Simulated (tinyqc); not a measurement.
# Doping and flat-band voltage from two insulator thicknesses

Question. A junctionless wire is fully depleted at VT = Vfb - q Nd R^2/(4 eps0 eps_r) - q Nd R^2 ln(1 + tox/R)/(2 eps0 eox). Find Nd and Vfb.

Values chosen for this exercise; material values those of a made-up semiconductor:

| symbol | value | unit | meaning |
|---|---|---|---|
| eps_r | 12.4 |  | relative permittivity of the semiconductor |
| eox | 7.5 |  | relative permittivity of the gate insulator |
| R | 10 | nm | wire radius |

Constants: q = 1.602176634e-19 C, eps0 = 8.8541878128e-14 F/cm where lengths are in cm. Results are converted to the units shown.

VT at tox = 7 and 15 nm (V): [0.038666142, -0.086948874]

Answer. The difference of the thresholds is proportional to Nd and holds no Vfb.

Nd = 2.700e18 cm^-3
Vfb = 0.3100 V

tinyqc, about 0.01 s, one thread, Intel Xeon 2.30GHz (shared host): `OMP_NUM_THREADS=1 python tinyqc.py 2460121 2460122 out.jsonl`
